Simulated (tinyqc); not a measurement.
Quasiparticle equation with a plasmon-pole self-energy for two band edges: one step. All solutions for the valence state. Three cases, with inputs chosen for the exercise.

Problem. Multiplying out gives a cubic; give its three roots and their weights Z.

For each edge E = e + X + Sc(E), with the correlation part Sc(E) = A[0]/(E - a + w) + A[1]/(E - b - w); a and b are the valence and conduction energies that enter the Green function (a = ev, b = ec in the one-shot scheme). Z = 1/(1 - dSc/dE), dSc/dE = -A[0]/(E - a + w)^2 - A[1]/(E - b - w)^2.

Give: roots; weights.

Case 1.

Values chosen (scales of the order of those of GaN; shifted at random, so the results belong to these values and not to a real crystal): ev = 0 eV (mean-field valence top); ec = 1.81 eV (mean-field conduction edge); w = 17.2 eV (pole energy); Av = (70.1, 32.7) eV^2 (weights of the valence state on the hole and electron poles); Ac = (23.4, 59.8) eV^2 (the same for the conduction state); Xv = -3.48 eV (exchange minus the mean-field potential, valence); Xc = 3.17 eV (the same, conduction).

Solution.

roots (eV): [-21.317, -0.842, 20.489]

weights: [0.1940, 0.7435, 0.0625]

The weights add up to 1. The satellite below lies 20.48 eV from the main peak, 19 % more than w: this scheme places plasmon satellites too far out, and gives one where a cumulant form gives a series.

Case 2.

Values chosen (scales of the order of those of GaAs; shifted at random, so the results belong to these values and not to a real crystal): ev = 0 eV (mean-field valence top); ec = 0.52 eV (mean-field conduction edge); w = 13.1 eV (pole energy); Av = (23.2, 8.5) eV^2 (weights of the valence state on the hole and electron poles); Ac = (8.8, 24.5) eV^2 (the same for the conduction state); Xv = -1.63 eV (exchange minus the mean-field potential, valence); Xc = 1.95 eV (the same, conduction).

Solution.

roots (eV): [-14.890, -0.408, 14.188]

weights: [0.1212, 0.8423, 0.0365]

The weights add up to 1. The satellite below lies 14.48 eV from the main peak, 11 % more than w: this scheme places plasmon satellites too far out, and gives one where a cumulant form gives a series.

Case 3.

Values chosen (scales of the order of those of diamond; shifted at random, so the results belong to these values and not to a real crystal): ev = 0 eV (mean-field valence top); ec = 4.04 eV (mean-field conduction edge); w = 28.1 eV (pole energy); Av = (113, 66.7) eV^2 (weights of the valence state on the hole and electron poles); Ac = (55.6, 127.8) eV^2 (the same for the conduction state); Xv = -2.76 eV (exchange minus the mean-field potential, valence); Xc = 3.57 eV (the same, conduction).

Solution.

roots (eV): [-32.094, -0.673, 34.046]

weights: [0.1234, 0.8250, 0.0516]

The weights add up to 1. The satellite below lies 31.42 eV from the main peak, 12 % more than w: this scheme places plasmon satellites too far out, and gives one where a cumulant form gives a series.

Computed by tinyqc, one run a case: `OMP_NUM_THREADS=1 python tinyqc.py N N+1 out.jsonl` with N = 1881072, 1881101, 1881249; one thread of a shared Intel(R) Xeon(R) Processor @ 2.30GHz, about 0.02 s a run at most.
